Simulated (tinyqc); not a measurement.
Free-carrier optics of a doped semiconductor (Drude model with one polar phonon), step by step. Values are carried at full precision from step to step, so a last printed digit may differ when a step is redone from the rounded ones.

eps(E) = ei [1 - Ep^2/(E^2 + i E Gam)] + (es - ei) wT^2/(wT^2 - E^2 - i E gT), with Ep^2 = 8 pi c (e^2/(4 pi eps0)) N/(m ei), c = hbar^2/2m0, N in 1/angstrom^3 (1e-24 per 1/cm^3); Gam = hbar/tau, tau = mu m m0/e with m0/e = 5.685630e-12 kg/C and mu in m^2/(V s). Energies in meV.

Constants: hbar^2/2m0 = 3.80998211 eV angstrom^2; e^2/(4 pi eps0) = 14.39964547 eV angstrom; hbar = 6.58211957e-16 eV s; hbar c = 1973.269805 eV angstrom.

Parameters, chosen for this exercise (mass and dielectric values near those of InSb; N and mu are free inputs; interband absorption and the rise of the mass with filling are left out; shifted at random, so the results belong to these values and not to a real crystal): N = 1.2e+17 1/cm^3 (carrier density); m = 0.0141 m0 (conductivity mass); mu = 7400 cm^2/(V s) (mobility); ei = 15.97 (high-frequency dielectric constant); wT = 22.1 meV (TO phonon); es = 17.33 (static dielectric constant); gT = 0.7 meV (phonon damping); E = 52.9 meV (photon energy).

## Plasma energy and damping

Evaluate Ep, tau, Gam, the plasma wavelength hc/Ep (hc = 1239.841984 eV nm) and the dc resistivity 1/(e N mu), e = 1.602176634e-19 C.

Ep = 27.107 meV
tau = 59.32 fs
Gam = 11.095 meV
plasma wavelength = 45.74 micrometre
rho = 0.00703 ohm cm

Ep/Gam = 2.44: the edge is smeared by scattering.

## Dielectric function at one energy

Insert the numbers.

free-carrier term = -4.0167+0.8425i
eps = 11.6658+0.8471i

## Optical constants

n + i k = sqrt(eps1 + i eps2) with k >= 0; R = ((n - 1)^2 + k^2)/((n + 1)^2 + k^2) at normal incidence from vacuum; alpha = 2 E k/(hbar c), times 1e8 for 1/cm; loss function Im(-1/eps) = eps2/(eps1^2 + eps2^2).

Convert eps at the photon energy E (in meV) into the optical constants.

n = 3.4178
k = 0.1239
R = 0.3001
alpha = 664 1/cm

Light of this energy penetrates 1/alpha = 15.1 micrometre.

## Coupled plasmon-phonon modes

Without damping eps = 0 gives E^4 - (wL^2 + Ep^2) E^2 + Ep^2 wT^2 = 0 with wL = wT sqrt(es/ei) (Lyddane-Sachs-Teller).

wL = 23.02 meV

L-, L+ (meV): 20.73  28.90

L+ lies 1.79 meV above the larger of wL and Ep; L- lies below wT by 1.37 meV.

## Checks

- Integral of E eps2 of the free-carrier term against (pi/2) ei Ep^2 (meV^2): both 18433.

Run: tinyqc, `OMP_NUM_THREADS=1 python tinyqc.py 1650024 1650025 out.jsonl`; Intel(R) Xeon(R) Processor @ 2.30GHz, one thread, shared host; about 0.01 s of CPU time with all checks.
